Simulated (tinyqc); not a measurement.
Empty-lattice bands from Gamma to U: Brillouin zone and empty-lattice bands of the diamond structure.

Primitive vectors a1 = a (0,1/2,1/2), a2 = a (1/2,0,1/2), a3 = a (1/2,1/2,0); atoms at 0 and (a1 + a2 + a3)/4. Reciprocal vectors obey a_i.b_j = 2 pi delta_ij; k is given in units of 2 pi/a. Empty-lattice levels are c0 (2 pi/a)^2 |k + G|^2, c0 = hbar^2/2m0. Points: X = (1, 0, 0), L = (0.5, 0.5, 0.5), K = (0.75, 0.75, 0), W = (1, 0.5, 0), U = (1, 0.25, 0.25).

Constants: hbar^2/2m0 = 3.80998211 eV angstrom^2.

Parameters, chosen for this exercise (out of a larger set: lattice near that of Si; not measured data): a = 5.485 angstrom (lattice constant).

k = f x U; the eight lowest levels, degenerate ones repeated.

Levels (eV):

| f | 1 | 2 | 3 | 4 | 5 | 6 | 7 | 8 |
|---|---|---|---|---|---|---|---|---|
| 0.000 | 0.00 | 15.00 | 15.00 | 15.00 | 15.00 | 15.00 | 15.00 | 15.00 |
| 0.167 | 0.16 | 12.66 | 13.49 | 13.49 | 14.32 | 15.99 | 16.82 | 16.82 |
| 0.333 | 0.62 | 10.62 | 12.29 | 12.29 | 13.96 | 13.96 | 17.29 | 18.96 |
| 0.500 | 1.41 | 8.91 | 11.41 | 11.41 | 11.41 | 13.90 | 18.90 | 18.90 |
| 0.667 | 2.50 | 7.50 | 9.17 | 10.83 | 10.83 | 14.17 | 19.16 | 19.16 |
| 0.833 | 3.91 | 6.41 | 7.24 | 10.57 | 10.57 | 14.74 | 19.74 | 19.74 |
| 1.000 | 5.62 | 5.62 | 5.62 | 10.62 | 10.62 | 15.62 | 20.62 | 20.62 |

Band 1 is the parabola f^2 x 5.62 eV. The next levels start from the first shell of G at 15.00 eV; a branch falls at first if its G has a component against k, and branches cross. The second level ends at 5.62 eV and meets band 1 at the zone surface.

Program tinyqc; command `OMP_NUM_THREADS=1 python tinyqc.py 1881026 1881027 out.jsonl`; about 0.01 s on one thread of a shared Intel(R) Xeon(R) Processor @ 2.30GHz.
